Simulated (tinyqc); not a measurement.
Barrier and mass from two temperatures.

Problem. The saturation current of a Schottky diode is J0 = A* T^2 exp(-q phi/(kB T)) with a fixed barrier and A* = 4 pi q me m0 kB^2/h^3 (times 1e-4 for A/(cm^2 K^2)). Find phi, A* and me.

Constants: q = 1.602176634e-19 C, kB = 1.380649e-23 J/K, h = 6.62607015e-34 J s, m0 = 9.1093837015e-31 kg. Results are converted to the units shown.

J0 at 250 and 400 K (A/cm^2): [2.6396564e-22, 2.1763307e-11]

Answer. The slope of ln(J0/T^2) against q/(kB T) is -phi and the intercept is ln A*.

phi = 1.390 eV
A* = 44.34 A/(cm^2 K^2)
me = 0.3690 m0

Computed by the program tinyqc: `OMP_NUM_THREADS=1 python tinyqc.py 2640037 2640038 out.jsonl`, one thread of a shared Intel Xeon 2.30GHz, about 0.01 s for the whole run.
